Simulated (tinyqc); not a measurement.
# MOSFET in saturation, small-signal circuit and noise: effect of the temperature on speed and noise

Bias by the inversion coefficient IC = I/Ispec (charge-based model with velocity saturation; weak inversion below 0.1, strong above 10). Common-source circuit: gm, gds, Cgs, Cgd and Cj at the inner nodes, Rg in series with the gate; quasi-static, no source or drain resistance, no gate-body capacitance, no substrate network, no induced gate noise, so fmax is an upper estimate.

Ispec = 2 n mu Cox (W/L) Vt^2, lc = Ls/L, gms = [sqrt((lc IC + 1)^2 + 4 IC) - 1]/[2 + lc (lc IC + 1)], gm = gms Ispec/(n Vt), gds = sg gm. qs = [sqrt(1 + 4 IC) - 1]/2, Cgs = Cox W L qs (2 qs + 3)/(3 (qs + 1)^2) + Cov W, Cgd = Cov W, Cd = Cj W, Rg = Rsh (Wf/L)/(12 Nf) + Rc/W with Nf = W/Wf fingers (not rounded) contacted at both ends. fT = gm/(2 pi (Cgs + Cgd)), fmax = fT/(2 sqrt(Rg (gds + 2 pi fT Cgd))). Channel noise Sid = 4 kB T gam n gm with gam = (1/2 + (2/3) qs)/(1 + qs) + gw lc IC, qs = [sqrt(1 + 4 IC) - 1]/2, lc = Ls/L (the last term an empirical rise with velocity saturation); at the gate, white noise Sw = Sid/gm^2 + 4 kB T Rg. Number fluctuation with correlated mobility: S(f) = K/f, K = q^2 Vt lt Nt/(W L Cox^2) (1 + ac mu Cox I/gm)^2, Vt in eV with Nt per eV. Corner fc = K/Sw. IC is held fixed, and so are mu, n, Ls and Nt.

Inputs (values chosen for the exercise): gate length L = 180 nm; total gate width W = 40 um; gate capacitance Cox = 2.33 uF/cm^2; mobility mu = 300 cm^2/(V s); slope factor n = 1.42; velocity-saturation length Ls = 25 nm; ratio gds/gm sg = 0.014; overlap and fringe capacitance per side Cov = 0.23 fF/um; drain junction capacitance Cj = 0.69 fF/um; sheet resistance of the gate Rsh = 20 ohm; finger width Wf = 1 um; gate contact and vertical resistance Rc = 200 ohm um; inversion coefficient IC = 38; short-channel excess of the noise factor gw = 0.1; oxide trap density Nt = 1.5e17 cm^-3 eV^-1; tunnelling length into the oxide lt = 0.1 nm; Coulomb scattering coefficient ac = 1000 V s/C.

Constants: q = 1.602176634e-19 C, kB = 1.380649e-23 J/K, Vt = kB T/q. Results are converted to the units shown.

The same in every row: Rg (ohm) = 5.2315.

Effect of the temperature on speed and noise:
```
T (K),I (uA),fT (GHz),fmax (GHz),sqrt(Sw) (nV/Hz^0.5),fc (MHz)
100,1244.8,15.786,105.01,0.89187,1.2280
150,2800.9,23.680,128.61,0.89994,1.9339
200,4979.3,31.573,148.50,0.90793,2.7022
250,7780.2,39.466,166.03,0.91585,3.5337
300,11204,47.359,181.88,0.92370,4.4292
350,15249,55.253,196.45,0.93149,5.3892
400,19917,63.146,210.02,0.93921,6.4145
```

As T goes from 100 to 400 K, fT rises from 15.8 to 63.1 GHz, fmax rises from 105 to 210 GHz, the white noise rises from 0.892 to 0.939 nV/Hz^0.5 and the corner rises from 1.23 to 6.41 MHz. At fixed IC and mobility the current goes as T^2 and gm as T, which is why fT rises; a real mobility would fall with T. For T = 100 to 250 K fmax exceeds 4 fT, where channel resistance and substrate losses, left out here, would cap it. For T = 100 to 150 K band tails and dopant freeze-out, left out here, change n and the noise.

Computed by the program tinyqc: `OMP_NUM_THREADS=1 python tinyqc.py 2150059 2150060 out.jsonl`, one thread of a shared Intel Xeon 2.30GHz, about 0.01 s for the whole run.
